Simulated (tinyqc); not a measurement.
Worked calculation: three-band tight binding of a dichalcogenide monolayer. Values are carried at full precision from step to step, so a last printed digit may differ when a step is redone from the rounded ones.

Basis dz2, dxy, dx2-y2 on a triangular lattice, nearest neighbours; alpha = kx a/2, beta = sqrt3 ky a/2. h0 = e1 + 2 t0 (cos 2alpha + 2 cos alpha cos beta); h1 = -2 sqrt3 t2 sin alpha sin beta + 2i t1 (sin 2alpha + sin alpha cos beta); h2 = 2 t2 (cos 2alpha - cos alpha cos beta) + 2i sqrt3 t1 cos alpha sin beta; h11 = e2 + 2 t11 cos 2alpha + (t11 + 3 t22) cos alpha cos beta; h22 = e2 + 2 t22 cos 2alpha + (3 t11 + t22) cos alpha cos beta; h12 = sqrt3 (t22 - t11) sin alpha sin beta + 4i t12 sin alpha (cos alpha - cos beta) + i lam sz. H = [[h0, h1, h2], [., h11, h12], [., ., h22]], Hermitian; the lowest band of each spin is filled. K = (4 pi/3a, 0), M = (pi/a, pi/(sqrt3 a)).

Parameters, chosen for this exercise (near a published set for monolayer WS2; the results hold for these values, not for the real material):
- a = 3.191 angstrom (lattice constant)
- e1 = 1.143 eV (level of dz2)
- e2 = 2.253 eV (level of dxy and dx2-y2)
- t0 = -0.206 eV (hopping)
- t1 = 0.569 eV (hopping)
- t2 = 0.523 eV (hopping)
- t11 = 0.29 eV (hopping)
- t12 = 0.376 eV (hopping)
- t22 = -0.062 eV (hopping)
- lam = 0.216 eV (spin-orbit constant)
- sz = -1 (spin)
- k = (1.17, 0.46) 1/angstrom (wave vector)

## H at one k

Form alpha, beta and the matrix.

alpha, beta (rad): 1.86674  1.27120

H (eV):
```
,z2,xy,x2-y2
z2,1.5558,-1.6558-0.3137i,-0.7780-0.5492i
xy,-1.6558+0.3137i,1.7627,-0.5572-1.0601i
x2-y2,-0.7780+0.5492i,-0.5572+1.0601i,2.2864
```

## Levels and weights

Diagonalise H.

levels (eV): -0.7271  2.6456  3.6865

weights:
```
,band 1,band 2,band 3
z2,0.408,0.318,0.274
xy,0.401,0.147,0.452
x2-y2,0.191,0.535,0.274
```

## Closed forms at K and Gamma

Three-band model of dz2 (level e1) and dxy, dx2-y2 (level e2), spin sz = +/-1; t1 and t2 drop out at these points. At K: e2 - (3/2)(t11 + t22) - 3 sqrt3 t12 + lam sz (valence), e1 - 3 t0 (conduction), e2 - (3/2)(t11 + t22) + 3 sqrt3 t12 - lam sz. At Gamma: e1 + 6 t0 (valence) and e2 + 3 (t11 + t22) -/+ lam.

Levels (eV):
```
point,band 1,band 2,band 3
"K, spin up",0.1732,1.7610,3.6488
"K, spin down",-0.2588,1.7610,4.0808
Gamma,-0.0930,2.7210,3.1530
```

smallest direct gap at K = 1.5878 eV
Ev(K) - Ev(Gamma) = 0.2662 eV

Of the two points, the valence band is higher at K, by 266 meV. The dz2 conduction state at K has no atomic orbital angular momentum (Lz = 0) and is not split at this order.

## Bands for both spins

The two lowest bands at the points named.

Levels (eV):
```
k,"v, up","c, up","v, down","c, down"
G,-0.0930,2.7210,-0.0930,2.7210
G-K 0.25,-0.5635,2.7935,-0.6054,2.9292
G-K 0.5,-0.9008,2.9231,-1.0558,3.1990
G-K 0.6,-0.8238,3.0670,-1.0275,3.1790
G-K 0.75,-0.4784,2.7022,-0.7599,2.5790
G-K 0.9,0.0104,1.9752,-0.3743,1.9320
K,0.1732,1.7610,-0.2588,1.7610
K-M 0.5,-0.3454,2.4945,-0.6042,2.3713
M,-0.6645,2.7096,-0.6645,2.7096
M-G 0.5,-0.9127,2.8059,-0.9127,2.8059
```

The spins are degenerate from M to Gamma, since a vertical mirror plane holds this line and flips sz, and the valence splitting is largest at K (432 meV). The lowest conduction level listed is at K. With nearest neighbours alone the model is made for the neighbourhood of K.

## Checks

- Closed forms at K against the matrix: they agree to 1e-10 or better.

Computed by tinyqc, a small Python program: `OMP_NUM_THREADS=1 python tinyqc.py 1481048 1481049 out.jsonl` (the numbers bound the seed that draws the inputs); one thread of a shared host (Intel(R) Xeon(R) Processor @ 2.30GHz), about 0.01 s for the whole set of steps.
